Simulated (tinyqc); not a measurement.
Comparisons within one model: defect-molecule model of a vacancy with Jahn-Teller distortion. A value that a table varies takes the place of the one given here.

Four dangling hybrids a, b, c, d point into the vacancy: H_ii = E0, and -gm between any two. A tetragonal distortion Q pairs a with b and c with d: those two couplings become -gm - I Q and the other four -gm + I Q/2, at an elastic cost k Q^2/2. The a1 level holds two electrons; charge states 2+, + and 0 put n = 0, 1, 2 more into the lowest level of t2 origin. Energy from the 2+ state at Q = 0, with the Fermi level mu counted from Ev: W_n(Q) = n (et - 2 I Q) + k Q^2/2 + Uc n (n - 1)/2 - n mu. et = E0 + gm is the undistorted t2 level.

Constants: kB = 8.617333262e-05 eV/K.

Inputs chosen for the exercise (of the size used for the vacancy in silicon; the results hold for these values, not for the real material): E0 = -0.02 eV (level of a dangling hybrid, from Ev); gm = 0.42 eV (coupling between two dangling hybrids); I = 1.19 eV/angstrom (Jahn-Teller coupling); k = 12.6 eV/angstrom^2 (force constant of the mode); Uc = 0.47 eV (repulsion of two electrons in one orbital); T = 400 K (temperature); mu1 = 0.07 eV (first Fermi level).

## Occupation against the Fermi level

Weights g_n exp(-W_n/kT) with W_n = n et - n^2 E_JT + Uc n (n - 1)/2 - n mu, E_JT = 2 I^2/k, degeneracies 1, 6 (spin and three axes) and 3; mu = mu1 + 0.03 j eV.

Shares:
```
mu (eV)      2+       +       0  mean charge
0.07     0.7769  0.2202  0.0029       1.7741
0.10     0.5890  0.3986  0.0124       1.5766
0.13     0.3655  0.5906  0.0439       1.3216
0.16     0.1804  0.6960  0.1236       1.0568
0.19     0.0708  0.6524  0.2768       0.7941
0.22     0.0221  0.4858  0.4921       0.5300
0.25     0.0055  0.2909  0.7036       0.3020
0.28     0.0012  0.1474  0.8514       0.1498
0.31     0.0002  0.0676  0.9322       0.0681
```

What can be read from the table?

U_eff = Uc - 2 E_JT = +0.020 eV and kT = 34.5 meV (the vacancy in silicon is known as negative-U; these values are not). The + state reaches at most 69.6 % on these rows, at mu = 0.16 eV. The mean charge goes from 1.77 to 0.07.

## When U turns negative

The force constant is varied. E_JT = 2 I^2/k, E(2+/+) = et - E_JT, E(+/0) = et - 3 E_JT + Uc, U_eff = Uc - 2 E_JT.

Against k:
```
k (eV/angstrom^2)  E_JT (eV)  (2+/+) (eV)  (+/0) (eV)  U_eff (eV)  Q of the neutral state (angstrom)
8                     0.3540       0.0460     -0.1921     -0.2381                             0.5950
12                    0.2360       0.1640      0.1620     -0.0020                             0.3967
16                    0.1770       0.2230      0.3390      0.1160                             0.2975
24                    0.1180       0.2820      0.5160      0.2340                             0.1983
32                    0.0885       0.3115      0.6045      0.2930                             0.1487
48                    0.0590       0.3410      0.6930      0.3520                             0.0992
64                    0.0443       0.3557      0.7372      0.3815                             0.0744
96                    0.0295       0.3705      0.7815      0.4110                             0.0496
```

k at which U_eff = 0 = 12.05 eV/angstrom^2

What does this show, and why?

Levels below 0 lie in the valence band. U_eff is negative for k below 4 I^2/Uc = 12.1: 2 of the 8 rows. The gain grows as n^2, so the second electron wins 3 E_JT where the first wins E_JT. For a stiff lattice the levels tend to et = 0.400 and et + Uc = 0.870 eV. Distortions above about 0.5 angstrom (1 of the rows) are beyond a linear coupling.

## What each parameter does

E_JT = 2 I^2/k, E(2+/+) = et - E_JT, E(+/0) = et - 3 E_JT + Uc, U_eff = E(+/0) - E(2+/+); a1 level E0 - 3 gm. Each row changes one parameter from the base and keeps the others.

Results:
```
case                     (2+/+) (eV)  (+/0) (eV)  U_eff (eV)  a1 (eV)
base                          0.1752      0.1957      0.0204  -1.2800
E0 = 0.03 eV                  0.2252      0.2457      0.0204  -1.2300
gm = 0.46 eV                  0.2152      0.2357      0.0204  -1.4000
I = 1.309 eV/angstrom         0.1280      0.0541     -0.0740  -1.2800
k = 13.86 eV/angstrom^2       0.1957      0.2570      0.0613  -1.2800
Uc = 0.53 eV                  0.1752      0.2557      0.0804  -1.2800
```

What can be read from the table?

The largest shifts from the base row, up to three for each result and ties (the steps differ in size, so this ranks the rows, not the parameters). (2+/+) (eV): E0 +0.0500, I -0.0472, gm +0.0400; unchanged at the printed digits by Uc. (+/0) (eV): I -0.1416, k +0.0613, Uc +0.0600. U_eff (eV): I -0.0944, Uc +0.0600, k +0.0409; unchanged at the printed digits by E0 and gm. a1 (eV): gm -0.1200, E0 +0.0500; unchanged at the printed digits by I, k and Uc. E0 and gm move both levels alike, so U_eff depends on I, k and Uc alone.

tinyqc: `OMP_NUM_THREADS=1 python tinyqc.py 1450226 1450227 out.jsonl`; about 0.01 s, one thread, shared Intel(R) Xeon(R) Processor @ 2.30GHz.
